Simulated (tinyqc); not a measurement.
Comparisons within one model: Penn model of the dielectric constant and Phillips ionicity. A value that a table varies takes the place of the one given here.

n = 32/a^3; Ep^2 = 8 pi c e2 n with c = hbar^2/2m0, e2 = e^2/(4 pi eps0); EF = c (3 pi^2 n)^(2/3); eps = 1 + (Ep/Eg)^2 S with S = 1 - Eg/(4 EF) + (Eg/(4 EF))^2/3, Eg the Penn gap. Core d shells are left out.

Phillips: bond length d = sqrt(3) a/4; homopolar gap Eh = 39.74 d^(-2.48) eV (d in angstrom); Eg^2 = Eh^2 + C^2; ionicity fi = C^2/Eg^2.

Constants: hbar^2/2m0 = 3.80998211 eV angstrom^2; e^2/(4 pi eps0) = 14.39964547 eV angstrom.

Values chosen for the exercise (out of a larger set: near those of GaSb; not measured data):
- a = 6.101 angstrom (cubic lattice constant, 32 valence electrons a cell)
- C0 = 2 eV (ionic gap, held fixed)
- ei = 14.34 (high-frequency dielectric constant)

## Dielectric constant under pressure

The lattice constant is scaled by the factor listed; C = C0.

Results:

| factor | Eh (eV) | Eg (eV) | Ep (eV) | eps | fi |
|---|---|---|---|---|---|
| 0.94 | 4.164 | 4.620 | 15.295 | 10.867 | 0.187 |
| 0.96 | 3.953 | 4.430 | 14.819 | 11.075 | 0.204 |
| 0.98 | 3.756 | 4.255 | 14.368 | 11.264 | 0.221 |
| 0.99 | 3.662 | 4.173 | 14.151 | 11.351 | 0.230 |
| 1.00 | 3.572 | 4.094 | 13.939 | 11.433 | 0.239 |
| 1.01 | 3.485 | 4.018 | 13.732 | 11.510 | 0.248 |
| 1.02 | 3.401 | 3.945 | 13.531 | 11.582 | 0.257 |
| 1.04 | 3.241 | 3.808 | 13.143 | 11.710 | 0.276 |

d ln eps/d ln a = +0.70 around factor 1: eps falls under compression. Ep^2 goes as a^-3 and Eh^2 as a^-4.96; with C fixed Eg^2 goes as a^-3.78 at fi = 0.239, and leaving S aside the two powers balance at fi = 0.395. The slope is a difference of two powers and the model omits d shells and any change of C, so it is no prediction for a real crystal; eps from C0 (row 1.00) need not match a measured ei.

## What moves the Penn gap and the ionicity

Eg from ei; fi = 1 - (Eh/Eg)^2, printed even where negative. Each row changes one parameter from the base and keeps the others.

Results:

| case | Ep (eV) | Eg (eV) | Eh (eV) | fi |
|---|---|---|---|---|
| base | 13.939 | 3.642 | 3.572 | 0.038 |
| a = 6.223 angstrom | 13.531 | 3.534 | 3.401 | 0.074 |
| ei = 12.91 | 13.939 | 3.844 | 3.572 | 0.137 |

The largest shifts from the base row, up to three for each result and ties (the steps differ in size, so this ranks the rows, not the parameters). Ep (eV): a -0.408; unchanged at the printed digits by ei. Eg (eV): ei +0.202, a -0.108. Eh (eV): a -0.171; unchanged at the printed digits by ei. fi: ei +0.099, a +0.036. With the tabulated Phillips C of about 2.1 eV, fi would be 0.26; this model leaves out the d-shell factor.

Program tinyqc; command `OMP_NUM_THREADS=1 python tinyqc.py 1652011 1652012 out.jsonl`; about 0.01 s on one thread of a shared Intel(R) Xeon(R) Processor @ 2.30GHz.
